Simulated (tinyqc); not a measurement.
Inside a calculation (part 2 of 2). Method: CIS and TDHF on RHF in the sto-3g basis, for BeH2, spin multiplicity 1. Computed by tinyqc, a small Python program that keeps every step (integrals from PySCF). Command: `OMP_NUM_THREADS=1 python tinyqc.py 29638 29639 out.jsonl` (the two numbers bound the seeds that draw the settings). One thread of a shared host (Intel(R) Xeon(R) Processor @ 2.60GHz), about 0.06 s of CPU time with the checks.

Geometry (angstrom):
```
atom       x        y       z
Be    0.0000   0.0000  0.0000
H     0.0000   1.5000  0.1770
H     0.0000  -1.5000  0.1770
```

## CIS triplet states

CIS matrix A, triplet (hartree), lower triangle:
```
         1>4     1>5      1>6      1>7      2>4     2>5      2>6      2>7
1>4   4.1721
1>5   0.0000  4.1746
1>6  -0.0235  0.0000   4.4534
1>7   0.0000  0.0000   0.0000   4.7191
2>4   0.0077  0.0000  -0.0004   0.0000   0.2790
2>5   0.0000  0.0074   0.0000   0.0000   0.0000  0.2837
2>6  -0.0004  0.0000   0.0064   0.0000  -0.0027  0.0000   0.4360
2>7   0.0000  0.0000   0.0000   0.0078   0.0000  0.0000   0.0000   0.7622
3>4   0.0000  0.0000   0.0000   0.0030   0.0000  0.0000   0.0000   0.0329
3>5   0.0000  0.0000   0.0000   0.0000   0.0000  0.0000   0.0000   0.0000
3>6   0.0000  0.0000   0.0000  -0.0096   0.0000  0.0000   0.0000  -0.1360
3>7   0.0030  0.0000  -0.0096   0.0000   0.0329  0.0000  -0.1360   0.0000

        3>4     3>5     3>6     3>7
3>4  0.2508
3>5  0.0000  0.2578
3>6  0.0052  0.0000  0.3846
3>7  0.0000  0.0000  0.0000  0.7025
```

Diagonalise A (1 hartree = 27.211386 eV); each vector has its largest component positive (the first on a tie).

triplet excitation energies (eV): 6.7156  7.0164  7.5084  7.7195  9.3359  10.3373  20.7264  21.9769  113.4774  113.5979  121.2369  128.4153

lowest vectors:
```
     state 1  state 2  state 3  state 4  state 5  state 6
1>4   0.0000   0.0000  -0.0019   0.0000   0.0000  -0.0004
1>5   0.0000   0.0000   0.0000  -0.0019   0.0000   0.0000
1>6   0.0000   0.0000   0.0000   0.0000   0.0000  -0.0006
1>7  -0.0008   0.0000   0.0000   0.0000   0.0014   0.0000
2>4   0.0000   0.0000   0.9930   0.0000   0.0000   0.0991
2>5   0.0000   0.0000   0.0000   1.0000   0.0000   0.0000
2>6   0.0000   0.0000  -0.0667   0.0000   0.0000   0.9205
2>7  -0.0984   0.0000   0.0000   0.0000   0.2936   0.0000
3>4   0.9860   0.0000   0.0000   0.0000   0.1578   0.0000
3>5   0.0000   1.0000   0.0000   0.0000   0.0000   0.0000
3>6  -0.1344   0.0000   0.0000   0.0000   0.9428   0.0000
3>7   0.0000   0.0000  -0.0979   0.0000   0.0000   0.3780
```

## TDHF (RPA) triplet states

Two-electron integrals over orbitals (pq|rs), unique and non-zero (hartree):
```
(11|11) 2.2718      (21|11) -0.1887     (21|21) 0.0242      (22|11) 0.4639
(22|21) -0.0058     (22|22) 0.3805      (31|31) 0.0052      (32|31) 0.0116
(32|32) 0.1597      (33|11) 0.4281      (33|21) -0.0024     (33|22) 0.3921
(33|33) 0.4151      (41|11) 0.0517      (41|21) -0.0062     (41|22) 0.0037
(41|33) 0.0021      (41|41) 0.0166      (42|11) -0.0254     (42|21) 0.0019
(42|22) 0.0107      (42|33) 0.0126      (42|41) 0.0137      (42|42) 0.0483
(43|31) -1.90e-04   (43|32) 0.0169      (43|43) 0.0157      (44|11) 0.5642
(44|21) -0.0077     (44|22) 0.3542      (44|33) 0.3395      (44|41) -0.0062
(44|42) -0.0328     (44|44) 0.4537      (51|51) 0.0158      (52|51) 0.0150
(52|52) 0.0477      (53|53) 0.0129      (54|51) -0.0042     (54|52) -0.0113
(54|54) 0.0263      (55|11) 0.5692      (55|21) -0.0074     (55|22) 0.3570
(55|33) 0.3399      (55|41) 0.0017      (55|42) -0.0123     (55|44) 0.3995
(55|55) 0.4499      (61|11) -0.1847     (61|21) 0.0243      (61|22) -0.0053
(61|33) -0.0027     (61|41) -0.0027     (61|42) 0.0048      (61|44) -0.0075
(61|55) -0.0053     (61|61) 0.0254      (62|11) 0.1293      (62|21) -0.0059
(62|22) -0.0146     (62|33) -0.0402     (62|41) 0.0047      (62|42) -0.0055
(62|44) 0.0549      (62|55) 0.0632      (62|61) -0.0038     (62|62) 0.0811
(63|31) -0.0009     (63|32) -0.0907     (63|43) -0.0141     (63|63) 0.0834
(64|11) 0.0235      (64|21) 3.89e-04    (64|22) 0.0027      (64|33) -0.0052
(64|41) 0.0135      (64|42) 0.0359      (64|44) -0.0022     (64|55) 0.0095
(64|61) 0.0038      (64|62) 0.0263      (64|64) 0.0421      (65|51) 0.0157
(65|52) 0.0454      (65|54) -0.0071     (65|65) 0.0478      (66|11) 0.4701
(66|21) -0.0064     (66|22) 0.3843      (66|33) 0.3929      (66|41) 0.0100
(66|42) 0.0294      (66|44) 0.3485      (66|55) 0.3582      (66|61) -0.0041
(66|62) -0.0197     (66|64) 0.0170      (66|66) 0.4099      (71|31) 0.0098
(71|32) 0.0181      (71|43) -0.0007     (71|63) -3.10e-04   (71|71) 0.0187
(72|31) 0.0043      (72|32) -0.0404     (72|43) -0.0143     (72|63) 0.0607
(72|71) 0.0081      (72|72) 0.0569      (73|11) 0.1476      (73|21) -0.0042
(73|22) -0.0013     (73|33) -0.0186     (73|41) -1.04e-04   (73|42) -0.0199
(73|44) 0.0664      (73|55) 0.0676      (73|61) -0.0037     (73|62) 0.0748
(73|64) 0.0131      (73|66) -0.0209     (73|73) 0.0863      (74|31) -0.0030
(74|32) -0.0329     (74|43) 0.0098      (74|63) 0.0202      (74|71) -0.0052
(74|72) 0.0059      (74|74) 0.0241      (75|53) 0.0133      (75|75) 0.0168
(76|31) 0.0096      (76|32) 0.1360      (76|43) 0.0184      (76|63) -0.0883
(76|71) 0.0154      (76|72) -0.0489     (76|74) -0.0276     (76|76) 0.1301
(77|11) 0.5515      (77|21) -0.0078     (77|22) 0.4053      (77|33) 0.4221
(77|41) 0.0015      (77|42) 0.0025      (77|44) 0.3820      (77|55) 0.3801
(77|61) -0.0076     (77|62) -0.0220     (77|64) -0.0067     (77|66) 0.4140
(77|73) 0.0011      (77|77) 0.4600
```

B(ia,jb) = - (ib|ja); the squared energies are the eigenvalues of (A - B)(A + B); 1 hartree = 27.211386 eV.

TDHF matrix B, triplet (hartree), lower triangle:
```
         1>4      1>5      1>6      1>7      2>4      2>5      2>6      2>7
1>4  -0.0166
1>5   0.0000  -0.0158
1>6   0.0027   0.0000  -0.0254
1>7   0.0000   0.0000   0.0000  -0.0187
2>4  -0.0137   0.0000  -0.0047   0.0000  -0.0483
2>5   0.0000  -0.0150   0.0000   0.0000   0.0000  -0.0477
2>6  -0.0048   0.0000   0.0038   0.0000   0.0055   0.0000  -0.0811
2>7   0.0000   0.0000   0.0000  -0.0081   0.0000   0.0000   0.0000  -0.0569
3>4   0.0000   0.0000   0.0000   0.0001   0.0000   0.0000   0.0000   0.0199
3>5   0.0000   0.0000   0.0000   0.0000   0.0000   0.0000   0.0000   0.0000
3>6   0.0000   0.0000   0.0000   0.0037   0.0000   0.0000   0.0000  -0.0748
3>7   0.0007   0.0000   0.0003   0.0000   0.0143   0.0000  -0.0607   0.0000

         3>4      3>5      3>6      3>7
3>4  -0.0157
3>5   0.0000  -0.0129
3>6   0.0141   0.0000  -0.0834
3>7   0.0000   0.0000   0.0000  -0.0863
```

squared energies w^2 (hartree^2): 0.0580  0.0663  0.0725  0.0782  0.1021  0.1279  0.5759  0.6480  17.3900  17.4270  19.8496  22.2701

TDHF energies from the positive w^2 (eV): 6.5515  7.0076  7.3288  7.6085  8.6929  9.7335  20.6502  21.9051  113.4752  113.5957  121.2347  128.4139
